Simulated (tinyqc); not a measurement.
Stretching all distances: RHF, UHF, MP2, CISD and CCSD against full CI in the sto-3g basis, for H4, spin multiplicity 1. Computed by the program tinyqc with PySCF. 

Geometry (angstrom):
```
atom       x       y       z
H     0.0000  0.0000  0.0000
H     0.0000  0.0000  0.7190
H     0.0000  0.0000  1.5940
H     0.0000  0.0000  2.3130
```

All coordinates are multiplied by the scale. c0^2 is the weight of the RHF determinant in the lowest singlet FCI state (UHF is spin-contaminated and may lie near states of higher spin) and n(LUMO) the first natural occupation beyond the occupied space.

Full CI energy (hartree) and errors against it (kcal/mol):
```
scale   distance 1-2 (angstrom)     E(FCI)       RHF      UHF       MP2     CISD     CCSD  <S^2> UHF    c0^2  n(LUMO)
1.0000                   0.7190  -2.187871   24.2267  24.2267    7.7919   0.1930   0.0105     0.0000  0.9775   0.0342
1.2400                   0.8916  -2.210211   34.2213  34.2213   12.6108   0.5665   0.0370     0.0000  0.9587   0.0593
1.4800                   1.0641  -2.161140   48.0744  48.0744   19.6656   1.4932   0.0977     0.0000  0.9276   0.0981
1.7200                   1.2367  -2.091970   67.0359  58.1349   29.6898   3.5605   0.1919     0.6047  0.8785   0.1564
1.9600                   1.4092  -2.025132   91.7816  52.5120   42.9606   7.5923   0.2773     1.1420  0.8080   0.2378
2.2100                   1.5890  -1.968691  123.2551  39.2928   59.4712  14.6229   0.2477     1.5128  0.7159   0.3438
2.4500                   1.7615  -1.929770  157.2183  26.4645   75.9895  24.0677  -0.0315     1.7272  0.6214   0.4553
2.6900                   1.9341  -1.904021  192.3917  16.5184   90.6380  33.7796  -0.6527     1.8501  0.5339   0.5639
2.9300                   2.1067  -1.888054  226.4236   9.8021  101.1419  22.3662  -1.5585     1.9186  0.4610   0.6603
```

UHF parts from RHF first at scale 1.72 of those listed, where <S^2> leaves zero. The weight c0^2 goes from 0.98 to 0.46 and n(LUMO) from 0.03 to 0.66: static correlation grows as the bonds break into open-shell fragments. The spread of the error along the curve, which distorts its shape, is CCSD 1.8, CISD 33.6, UHF 48.3, MP2 93.3, RHF 202.2 kcal/mol. Below FCI somewhere: CCSD, as non-variational methods may be.
